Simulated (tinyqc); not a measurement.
What moves the results: metal-induced gap states at the contact of a metal chain and a two-band chain. A value that a table varies takes the place of the one given here.

The semiconductor alternates sites A at -Eg/2 and C at +Eg/2 with hopping -t; the gap runs from -Eg/2 to Eg/2. In the gap cosh(q a) = 1 + (Eg^2/4 - E^2)/(2 t^2) and the amplitude changes by -exp(-q a) a period. The metal has site energy 0 and hopping -tm; its end site has g_m = (E - i sqrt(4 tm^2 - E^2))/(2 tm^2). Sites 1, 2, ... count into the semiconductor, with energies e1, e2 alternating. The clean half chain has g1 = 1/(E - e1 - t^2 g2), g2 = 1/(E - e2 - t^2 g1), decaying root. With the contact G11 = 1/(1/g1 - tc^2 g_m), and the density on site j is -Im G_jj/pi = |psi_j/psi_1|^2 (-Im G11/pi), per spin, with psi_2/psi_1 = -t g2, psi_3/psi_2 = -t g1.

Constants: e^2/(4 pi eps0) = 14.39964547 eV angstrom.

Values chosen for the exercise (gap and optical dielectric constant near those of SiO2; the chain itself is a model; the results hold for these values, not for the real material): Eg = 8.69 eV (gap); t = 1.92 eV (hopping in the semiconductor); tm = 3.48 eV (hopping in the metal); tc = 2.79 eV (hopping across the contact); end = C (site that touches the metal); a = 3.1 angstrom (period (two sites); one chain for each area a^2); eps = 2.2 (dielectric constant); E = -2.32 eV (energy from mid-gap).

## Across the gap

E = f Eg. Share on C: the part of the summed density that lies on C sites, whose orbitals make the conduction edge.

Gap states:

| f | E (eV) | xi = 1/(2q) (angstrom) | D1 (1/eV) | D2 (1/eV) | sum (1/eV) | share on C |
|---|---|---|---|---|---|---|
| -0.48 | -4.171 | 2.49 | 0.0019 | 0.0511 | 0.0745 | 0.037 |
| -0.40 | -3.476 | 1.22 | 0.0062 | 0.0158 | 0.0239 | 0.284 |
| -0.30 | -2.607 | 0.95 | 0.0101 | 0.0079 | 0.0188 | 0.560 |
| -0.15 | -1.304 | 0.83 | 0.0159 | 0.0045 | 0.0209 | 0.778 |
| 0.00 | 0.000 | 0.80 | 0.0232 | 0.0033 | 0.0270 | 0.875 |
| 0.15 | 1.304 | 0.83 | 0.0334 | 0.0028 | 0.0371 | 0.924 |
| 0.30 | 2.607 | 0.95 | 0.0496 | 0.0024 | 0.0541 | 0.953 |
| 0.40 | 3.476 | 1.22 | 0.0673 | 0.0021 | 0.0754 | 0.970 |
| 0.48 | 4.171 | 2.49 | 0.0927 | 0.0010 | 0.1315 | 0.989 |

The decay length xi of the density is shortest at mid-gap, 0.80 angstrom, and grows to 2.5 near the edges. The summed density is least at f = -0.3 (0.0188) and largest at f = 0.48 (0.1315 1/eV). The share on C goes from 0.04 to 0.99 and passes one half near f = -0.322, a point that depends on which site ends the chain. The states turn from valence-like to conduction-like across the gap; the branch point, where the decay is fastest, lies at mid-gap in this symmetric chain and is the usual estimate of the neutrality level.

## Wider gaps pin less

E = 0; Eg is varied and eps follows 1 + (eps0 - 1)(Eg0/Eg), with the given Eg and eps as Eg0 and eps0. xi = 1/(2q), N = 2 (summed density)/a^2, S = 1/(1 + 4 pi e^2 N xi/eps).

Against the gap:

| Eg (eV) | eps | xi (angstrom) | summed density (1/eV) | S | S at fixed eps |
|---|---|---|---|---|---|
| 0.50 | 21.86 | 11.91 | 0.6342 | 0.071 | 0.008 |
| 0.75 | 14.90 | 7.95 | 0.4238 | 0.105 | 0.017 |
| 1.10 | 10.48 | 5.43 | 0.2894 | 0.150 | 0.036 |
| 1.50 | 7.95 | 3.99 | 0.2120 | 0.200 | 0.065 |
| 2.30 | 5.53 | 2.63 | 0.1370 | 0.290 | 0.140 |
| 3.40 | 4.07 | 1.80 | 0.0901 | 0.399 | 0.264 |
| 5.50 | 2.90 | 1.16 | 0.0510 | 0.564 | 0.496 |
| 9.00 | 2.16 | 0.78 | 0.0256 | 0.742 | 0.746 |

From Eg = 0.5 to 9 eV xi falls by a factor 15.3 and the summed density by 24.7, so at fixed eps S rises from 0.01 to 0.75. The weaker screening of wide-gap solids works against this: with it S goes from 0.07 to 0.74.

## Weakening the contact bond

At the given E, tc is varied, as by a thin spacer. xi = 1/(2q), N = 2 (summed density)/a^2, S = 1/(1 + 4 pi e^2 N xi/eps) with xi and eps kept.

Against tc:

| tc (eV) | D1 (1/eV) | summed density (1/eV) | S |
|---|---|---|---|
| 0.10 | 0.00001 | 0.00002 | 0.9997 |
| 0.25 | 0.00008 | 0.00013 | 0.9979 |
| 0.50 | 0.00033 | 0.00054 | 0.9916 |
| 0.80 | 0.00084 | 0.00140 | 0.9787 |
| 1.20 | 0.00193 | 0.00319 | 0.9526 |
| 1.80 | 0.00449 | 0.00743 | 0.8961 |
| 2.50 | 0.00899 | 0.01489 | 0.8115 |
| 3.50 | 0.01769 | 0.02929 | 0.6864 |

For a weak bond the density goes as tc^2 (ratio 6.26 between 0.25 and 0.1 eV, against 6.25). It is largest at tc = 3.5 eV among these rows, the end of the table; the peak may lie just before or beyond it. S is 1.000 at 0.1 eV and has its least value, 0.686, in that row.

## What each parameter does

xi = 1/(2q), summed density, and S = 1/(1 + 4 pi e^2 N xi/eps), N = 2 (summed density)/a^2. Each row changes one parameter from the base and keeps the others.

Results:

| case | xi (angstrom) | summed density (1/eV) | S |
|---|---|---|---|
| base | 0.911 | 0.01874 | 0.7738 |
| Eg = 9.559 eV | 0.822 | 0.01579 | 0.8181 |
| t = 2.112 eV | 0.986 | 0.01868 | 0.7603 |
| tm = 3.828 eV | 0.911 | 0.01687 | 0.7917 |
| tc = 3.069 eV | 0.911 | 0.02276 | 0.7380 |
| eps = 2.42 | 0.911 | 0.01874 | 0.7900 |
| end = A | 0.911 | 0.04941 | 0.5647 |

The largest shifts from the base row, up to three for each result and ties (the steps differ in size, so this ranks the rows, not the parameters). xi (angstrom): Eg -0.089, t +0.074; unchanged at the printed digits by tm, tc, eps and end. summed density (1/eV): end +0.03067, tc +0.00402, Eg -0.00295; unchanged at the printed digits by eps. S: end -0.2091, Eg +0.0443, tc -0.0358. The decay length belongs to the semiconductor alone; the metal and the contact set only the amplitude.

(tinyqc, `OMP_NUM_THREADS=1 python tinyqc.py 1452120 1452121 out.jsonl`, Intel(R) Xeon(R) Processor @ 2.30GHz, 1 thread, shared host, about 0.01 s.)
